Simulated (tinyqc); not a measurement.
## CMOS inverter, nodal equation and switching: effect of the supply voltage

An n-channel pull-down (bn, VTn) and a p-channel pull-up (bp, VTp) share the input Vin and the output node Vout, which carries the load C. Transistor (EKV form, voltages against the body): I = 2 n b Vt^2 [F(vp - Vs) - F(vp - Vd)] from drain to source, F(v) = ln^2(1 + exp(v/(2 Vt))), vp = (Vg - VT + sg |Vd - Vs|)/n. n-channel bodies are at 0; for the p-channel device all voltages are counted down from Vdd. b in uA/V^2 gives I in uA. Static: In = Ip. Transient: C dVout/dt = Ip - In. No velocity saturation, no gate capacitance beyond C.

VM solves In = Ip with Vin = Vout; VIL and VIH are the inputs of gain -1, NML = VIL - Vout(VIH), NMH = Vout(VIL) - VIH. For a step input the delay to Vdd/2 is tHL = C times the integral of dV/(In - Ip) from Vdd/2 to Vdd at Vin = Vdd, and tLH likewise with Ip - In from 0 to Vdd/2 at Vin = 0.

Inputs (values chosen for the exercise): temperature T = 300 K; slope factor n = 1.11; drain-induced barrier lowering sg = 0.102; n-channel threshold VTn = 0.42 V; p-channel threshold (magnitude) VTp = 0.34 V; gain factor of the pull-down transistor bn = 230 uA/V^2; gain factor of the pull-up transistor bp = 300 uA/V^2; load capacitance C = 1.5 fF.

Constants: q = 1.602176634e-19 C, kB = 1.380649e-23 J/K, Vt = kB T/q. Results are converted to the units shown.

Result of one run:
```
Vdd (V)  VM (V)  gain at VM  NML (V)  NMH (V)  tHL (ps)  tLH (ps)
0.5      0.2900      -9.783   0.2416   0.1534     232.9     69.63
```

What becomes of these results when the supply voltage Vdd is changed from 0.5 to 1.2 V, all else the same?

Result of the changed run:
```
Vdd (V)  VM (V)  gain at VM  NML (V)  NMH (V)  tHL (ps)  tLH (ps)
1.2      0.6534      -9.804   0.4774   0.3471     11.51     7.452
```

The whole series:
```
Vdd (V)  VM (V)  gain at VM  NML (V)  NMH (V)  tHL (ps)  tLH (ps)
0.2      0.1386      -6.172   0.1085  0.02088   5.799e5   2.931e4
0.3      0.1896      -9.051   0.1533  0.06555   2.330e4      1652
0.4      0.2398      -9.682   0.1977   0.1099      1426     217.5
0.5      0.2900      -9.783   0.2416   0.1534     232.9     69.63
0.6      0.3404      -9.800   0.2840   0.1950     84.65     35.63
0.8      0.4426      -9.804   0.3597   0.2652     29.82     16.41
1        0.5473      -9.804   0.4218   0.3129     16.86     10.31
1.2      0.6534      -9.804   0.4774   0.3471     11.51     7.452
```

As Vdd goes from 0.2 to 1.2 V, VM rises from 0.139 to 0.653 V, the size of the gain rises from 6.17 to 9.80, tHL falls from 5.80e5 to 11.5 ps and tLH falls from 29300 to 7.45 ps. The smaller margin is largest, 0.347 V, at Vdd = 1.2 V among the rows. For Vdd = 1 to 1.2 V the overdrive passes 0.5 V, where velocity saturation, left out here, would lengthen the delays of short devices. For Vdd = 0.2 to 0.4 V the supply is below a threshold, where mismatch, left out here, dominates margins and delay.

Program tinyqc, `OMP_NUM_THREADS=1 python tinyqc.py 2340083 2340084 out.jsonl`; Intel Xeon 2.30GHz, shared host, one thread, about 0.03 s.
